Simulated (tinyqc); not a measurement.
Resistive crossbar, vector-matrix product with wire resistance: one step of the calculation.

2 rows and 3 columns. Cell (i, j) joins row node wij to column node bij. Each row is driven at its left end through one wire segment rw; neighbouring nodes along a row or a column are joined by rw; each column ends below the last row in one more rw and a virtual ground, where its current is read. Ideal output: I_j = sum_i V_i G_ij.

Question. Node voltages and column currents. Solve A x = b; I_j = b2j/rw.

Values chosen for this exercise:
- rw = 5 ohm (wire resistance between neighbouring cells)

A (uS):
```
             w11          w12          w13          w21          w22          w23          b11          b12
w11  4.0018000e5         -2e5            0            0            0            0         -180            0
w12         -2e5  4.0013000e5         -2e5            0            0            0            0         -130
w13            0         -2e5  2.0007700e5            0            0            0            0            0
w21            0            0            0  4.0018000e5         -2e5            0            0            0
w22            0            0            0         -2e5  4.0004100e5         -2e5            0            0
w23            0            0            0            0         -2e5  2.0004200e5            0            0
b11         -180            0            0            0            0            0  2.0018000e5            0
b12            0         -130            0            0            0            0            0  2.0013000e5
b13            0            0          -77            0            0            0            0            0
b21            0            0            0         -180            0            0         -2e5            0
b22            0            0            0            0          -41            0            0         -2e5
b23            0            0            0            0            0          -42            0            0

             b13          b21          b22          b23
w11            0            0            0            0
w12            0            0            0            0
w13          -77            0            0            0
w21            0         -180            0            0
w22            0            0          -41            0
w23            0            0            0          -42
b11            0         -2e5            0            0
b12            0            0         -2e5            0
b13  2.0007700e5            0            0         -2e5
b21            0  4.0018000e5            0            0
b22            0            0  4.0004100e5            0
b23         -2e5            0            0  4.0004200e5
```

b (uA): w11 66000, w12 0, w13 0, w21 20000, w22 0, w23 0, b11 0, b12 0, b13 0, b21 0, b22 0, b23 0

Find: row nodes; column nodes; column currents.

Answer.

row nodes (mV): w11 329.36, w12 329.02, w13 328.90, w21 99.869, w22 99.828, w23 99.807
column nodes (mV): b11 0.68116, b12 0.44757, b13 0.27397, b21 0.38535, b22 0.23399, b23 0.14745
column currents (uA): column 1 77.070, column 2 46.798, column 3 29.490

Numbers from tinyqc (`OMP_NUM_THREADS=1 python tinyqc.py 2880048 2880049 out.jsonl`; about 0.02 s on one thread of a shared Intel Xeon 2.30GHz).
